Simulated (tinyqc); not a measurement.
# Scattering of inversion-layer electrons by surface optical phonons of the gate insulator (remote phonon scattering), step by step

A worked calculation. Computed by tinyqc, a small Python program that keeps every step. Command: `OMP_NUM_THREADS=1 python tinyqc.py 3111689 3111690 out.jsonl sophonon walk`. One thread of a shared host (Intel(R) Xeon(R) Processor @ 2.30GHz), about 0.01 s of CPU time with the checks. Intermediate numbers are printed to about 7 digits and carried at full precision; extremes and crossings named in words are read from the listed rows.

One subband with the Fang-Howard envelope; insulator and channel are half-spaces, the gate is far away, and an interlayer only moves the polar surface away by t (its own modes and its permittivity contrast are left out).

Inputs (values chosen for the exercise, modelled on Al2O3 on In0.53Ga0.47As): static constant of the insulator eps_0s = 12.9; intermediate constant eps_i = 7.24; optical constant eps_inf = 3.15; hbar omega_TO1 = 48.2 meV; hbar omega_TO2 = 72.5 meV; constant of the channel eps_s = 13.9; in-plane mass m = 0.0422 m_0; valleys g_v = 1; sheet density n = 6.1e+11 1/cm^2; mean distance of the electrons z0 = 3/b = 4.8 nm; interlayer thickness t = 1.4 nm; temperature T = 300 K; electron energy E = 84 meV; mobility from other processes = 4320 cm^2/(V s).

Screening by the channel electrons: none.

Constants: k_B = 8.617333262e-05 eV/K; hbar^2/(2 m_0) = 3.80998212 eV angstrom^2; e^2/(4 pi eps_0) = 14.39964548 eV angstrom; hbar = 6.582119569e-16 eV s; e = 1.602176634e-19 C; m_0 = 9.1093837015e-31 kg.

## Surface modes and strengths

eps(w) = eps_inf + (eps_0s - eps_i) w1^2/(w1^2 - w^2) + (eps_i - eps_inf) w2^2/(w2^2 - w^2). Surface modes solve eps(w) + eps_s = 0, a quadratic in w^2; the strength of a mode is g = 2/(w d eps/dw). Occupation N = 1/(exp(hbar w/(k_B T)) - 1).

hbar omega_SO (meV): 1 53.20420, 2 82.34634

strengths g: 1 0.00645601, 2 0.01488158

occupations N: 1 0.1464015, 2 0.0431509

hbar omega g (2 N + 1) (meV): 1 0.444061, 2 1.331202

The upper mode has the larger hbar omega g N, the prefactor of absorption before the dependence on q: 0.0503 and 0.0529 meV.

## The electron gas

Density of states D = g_v m/(pi hbar^2); eta = E_F/(k_B T) = ln(exp(n/(D k_B T)) - 1); screening wave number q_s = e^2 D/(2 eps_0 eps_avg) x 1/(1 + exp(-eta)), eps_avg = (eps_s + eps_inf)/2; b = 3/z0.

D = 1.762827e+13 1/(eV cm^2)

eta = 1.034397

q_s = 0.1380278 1/nm

b = 0.625 1/nm

## Squared matrix elements

For a mode of strength g, without the occupation factor, Area x |M(q)|^2 = e^2 hbar w g/(2 eps_0 q) x (b/(b + q))^6 exp(-2 q t).

Area x |M|^2 (meV^2 nm^2):
```
q (1/nm)  (b/(b + q))^6  exp(-2 q t)        mode 1        mode 2
0.05       6.301696e-01    0.8693582  3.405087e+04  1.214818e+05
0.10       4.104423e-01    0.7557837  9.640322e+03  3.439337e+04
0.20       1.890412e-01    0.5712091  1.677890e+03  5.986136e+03
0.30       9.515458e-02    0.4317105  4.255426e+02  1.518190e+03
0.50       2.940119e-02    0.2465970  4.506347e+01  1.607710e+02
0.80       7.118540e-03    0.1064585  2.943901e+00  1.050283e+01
1.20       1.613255e-03    0.0347353  1.451223e-01  5.177466e-01
```

## Rates at the energy E

Approximate momentum relaxation rate, taking tau v alike in the initial and final states: 1/tau = (m/(2 pi hbar^3)) sum over modes and over absorption (N, E' = E + hbar w) and emission (N + 1, E' = E - hbar w > 0) of [(1 - f(E'))/(1 - f(E))] int_0^(2 pi) Area |M(q)|^2 (1 - cos theta) d theta, q^2 = k^2 + k'^2 - 2 k k' cos theta, f the Fermi function; 48 midpoints in theta from 0 to pi.

rates (1/ps): mode 1 absorption 0.0106823, mode 1 emission 0.1155058, mode 2 absorption 0.0076281, mode 2 emission 0.2990937

tau at E = 2309.950 fs

## Mobility

mu = (e/m) int tau E f (1 - f) dE/(k_B T int f dE), by 300 midpoints from 0 to (max(eta, 0) + 14) k_B T; Matthiessen sum with the other processes.

remote-phonon mobility = 389221.2 cm^2/(V s)

total mobility = 4272.578 cm^2/(V s)

loss of mobility = 1.097725 %

Caution: a relaxation time is only an approximation for inelastic scattering, and static or no screening brackets the true dynamic screening only roughly.

## What an interlayer buys

The formulas are those given above.

Against the interlayer thickness:
```
t (nm)  remote-phonon mobility (cm^2/(V s))  total (cm^2/(V s))
0.0                                  151224            4200.018
0.3                                  187043            4222.476
0.6                                  230081            4240.383
1.0                                  300685            4258.813
1.5                                  414557            4275.447
2.0                                  563454            4287.131
3.0                                 1000817            4301.433
```

1 nm of interlayer raises the remote-phonon mobility by a factor 1.99, as exp(2 q t) with an effective q of 0.34 per nm; between 2 and 3 nm the effective q is 0.29. The total goes from 4200 to 4260 over the first nanometre.

Checks made by the program: sum of strengths against 1/(eps_s + eps_inf) - 1/(eps_s + eps_0s) (relative difference below 1e-10).
